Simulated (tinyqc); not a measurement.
Epitaxial growth on a vicinal surface: Burton-Cabrera-Frank step flow, step-edge barrier and island nucleation: one step, computed by the program tinyqc.

Adatoms land at rate F, hop on a square grid (a simplification for hexagonal faces), desorb, or join steps. Lengths are in units of a and n is the adatom coverage. Steps ascend at x = 0 and descend at x = l.

Task: Scales. D = nu exp(-E_d/(k_B T)) (a^2/s, nu counted per direction); tau = exp(E_a/(k_B T))/nu; x_s = sqrt(D tau); n_eq = exp(-E_f/(k_B T)); terrace width l = h/(a tan(miscut)); Schwoebel length l_s = exp(E_s/(k_B T)) - 1. Temperatures in kelvin are T(C) + 273.15.

Inputs (values chosen for the exercise, close to those used for Si(111)):
```
quantity                     value      unit
site spacing a                3.84  angstrom
step height h                 3.14  angstrom
diffusion barrier E_d         1.11        eV
desorption energy E_a         3.06        eV
adatom formation energy E_f   1.17        eV
step-edge barrier E_s         0.18        eV
attempt frequency nu            10       THz
miscut angle                     2   degrees
temperature T                  640         C
```

Constants: k_B = 8.617333262e-05 eV/K.

Give: D; lifetime tau; diffusion length x_s; equilibrium coverage n_eq; terrace width l; Schwoebel length l_s.

Result:

D = 7.478e+06 a^2/s

lifetime tau = 7735 s

diffusion length x_s = 2.405e+05 a

equilibrium coverage n_eq = 3.488e-07

terrace width l = 23.42 a

Schwoebel length l_s = 8.850 a

l/x_s = 9.74e-5: nearly every adatom reaches a step.
